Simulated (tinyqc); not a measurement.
Stretching all distances: RHF, UHF, MP2, CISD and CCSD against full CI in the sto-3g basis, for BeH2, spin multiplicity 1. Computed by the program tinyqc with PySCF. 

Geometry (angstrom):
```
atom       x        y       z
Be    0.0000   0.0000  0.0000
H     0.0000   1.3000  0.0790
H     0.0000  -1.3000  0.0790
```

All coordinates are multiplied by the scale. c0^2 is the weight of the RHF determinant in the lowest singlet FCI state (UHF is spin-contaminated and may lie near states of higher spin) and n(LUMO) the first natural occupation beyond the occupied space.

Full CI energy (hartree) and errors against it (kcal/mol):
```
scale   distance 1-2 (angstrom)      E(FCI)       RHF      UHF      MP2     CISD    CCSD  <S^2> UHF    c0^2  n(LUMO)
0.9800                   1.2764  -15.593586   20.6297  20.6297   6.7670   0.4188  0.2250     0.0000  0.9748   0.0251
1.1900                   1.5499  -15.565638   29.5359  29.5359  10.9857   0.9136  0.4240     0.0000  0.9548   0.0511
1.4000                   1.8234  -15.494659   44.1787  44.1787  18.4292   2.3072  0.9861     0.0000  0.9117   0.1087
1.6200                   2.1099  -15.417891   67.8228  47.8374  31.2509   6.0623  2.5708     0.8943  0.8189   0.2411
1.8300                   2.3834  -15.364998  100.9421  35.0746  50.2344  12.9540  4.8738     1.2226  0.6439   0.5011
```

UHF parts from RHF first at scale 1.62 of those listed, where <S^2> leaves zero. The weight c0^2 goes from 0.97 to 0.64 and n(LUMO) from 0.03 to 0.50: static correlation grows as the bonds break into open-shell fragments. The spread of the error along the curve, which distorts its shape, is CCSD 4.6, CISD 12.5, UHF 27.2, MP2 43.5, RHF 80.3 kcal/mol. The table stops here: at scale 2.04 and beyond, the reference weight falls under 0.45 or RHF, UHF or CCSD hop between solutions, so those rows were left out and the spreads given cover only the rows shown. As computed, partly on other solutions, the errors there reach in size RHF 238, UHF 31, MP2 86, CISD 22, CCSD 4 kcal/mol.
